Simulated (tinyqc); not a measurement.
Zener tunnelling in a reverse-biased junction, two-band WKB: one step of the calculation.

Abrupt p-n junction, depletion approximation. Energies E are counted from the conduction-band edge of the neutral n side; its Fermi level lies at dn, that of the p side at dn - V, and the valence-band edge of the neutral p side at Em = dn + dp - V. Tunnelling needs 0 < E < Em. Two-band dispersion with equal masses m: inside the gap kappa = sqrt(m u (1 - u/Eg)/C), u the distance from a band edge, C = hbar^2/(2 m0).

Task. Fermi levels and built-in voltage. Nd = Nc F12(dn/Vt), Na = Nv F12(dp/Vt), F12(x) = (2/sqrt(pi)) int_0^infinity sqrt(u)/(1 + exp(u - x)) du; dn = EF - Ec on the n side, dp = Ev - EF on the p side (negative outside the bands); Vbi = Eg + dn + dp.

Parameters, values chosen for the exercise; band and dielectric values close to those of germanium:
```
symbol    value   unit                                     meaning
T           300      K                                 temperature
Eg        0.659     eV                                    band gap
Nc      1.04e19  cm^-3  conduction-band density of states at 300 K
Nv      5.94e18  cm^-3     valence-band density of states at 300 K
Na       2.9e18  cm^-3                            acceptor density
Nd       1.9e18  cm^-3                               donor density
```

Constants: q = 1.602176634e-19 C, kB = 1.380649e-23 J/K, Vt = kB T/q. Results are converted to the units shown.

Wanted: dn; dp; Vbi.

Result.

dn = -0.04228 eV
dp = -0.01410 eV
Vbi = 0.6026 V

Boltzmann statistics would give dn = -0.0439 eV and dp = -0.0185 eV. The bands of the two sides begin to overlap at a reverse bias of 0.0564 V.

Range of the model: The two-band model describes a direct gap; phonon-assisted tunnelling across an indirect gap is left out. Parabolic densities of states, no band tails and no gap narrowing, all of which matter at such doping.

Program tinyqc, `OMP_NUM_THREADS=1 python tinyqc.py 2620031 2620032 out.jsonl`; Intel Xeon 2.30GHz, shared host, one thread, about 0.01 s.
